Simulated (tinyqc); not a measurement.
Capacitances against the line height.

Endless row of lines of width wl, height tl and space sl between grounded planes at distance hd; e2 fills the gaps beside the lines, e1 the rest. Laplace's equation is solved on meshes of 3, 6 and 12 steps per unit u and extrapolated (Aitken), which is good to about 0.2 %. C_even (all lines at 1 V) is the capacitance Cg to the planes; C_odd (neighbours in antiphase) = Cg + 4 Cc if only nearest neighbours couple, which defines Cc; total with quiet neighbours Cg + 2 Cc. Plate values 2 eps0 e1 wl/hd and eps0 e2 tl/sl.

Values chosen for this exercise:
```
symbol  value  unit                                          meaning
e1        4.2        relative permittivity above and below the lines
e2        2.4                relative permittivity between the lines
wl          6     u                           line width, in units u
sl          4     u                              space between lines
hd          6     u                           distance to each plane
```

Constants: eps0 = 8.8541878128e-12 F/m. Results are converted to the units shown.

The same in every row: plate Cg (aF/um) = 74.4.

Capacitances against the line height:

| tl (u) | Cg (aF/um) | Cc (aF/um) | Cg + 2 Cc (aF/um) | C_odd (aF/um) | plate Cc (aF/um) | share of coupling, 2 Cc/(Cg + 2 Cc) (%) |
|---|---|---|---|---|---|---|
| 2 | 116 | 27.8 | 171 | 227 | 10.6 | 32.4 |
| 4 | 117 | 38.2 | 193 | 270 | 21.3 | 39.6 |
| 6 | 117 | 48.8 | 215 | 312 | 31.9 | 45.5 |
| 8 | 117 | 59.4 | 236 | 355 | 42.5 | 50.4 |
| 12 | 117 | 80.7 | 278 | 440 | 63.8 | 58.0 |
| 16 | 117 | 102 | 321 | 525 | 85.0 | 63.5 |

As tl goes from 2 to 16, Cg rises from 116 to 117 aF/um, Cc rises from 27.8 to 102 aF/um and the share of coupling rises from 32.4 to 63.5 %. Cg is 1.56 times its plate value in the first row and 1.57 times in the last; for Cc the ratios are 2.61 and 1.20. Neighbours in antiphase raise the load by a factor of 1.32 and 1.64 over quiet ones.

Numbers from tinyqc (`OMP_NUM_THREADS=1 python tinyqc.py 2790142 2790143 out.jsonl`; about 0.6 s on one thread of a shared Intel Xeon 2.30GHz).
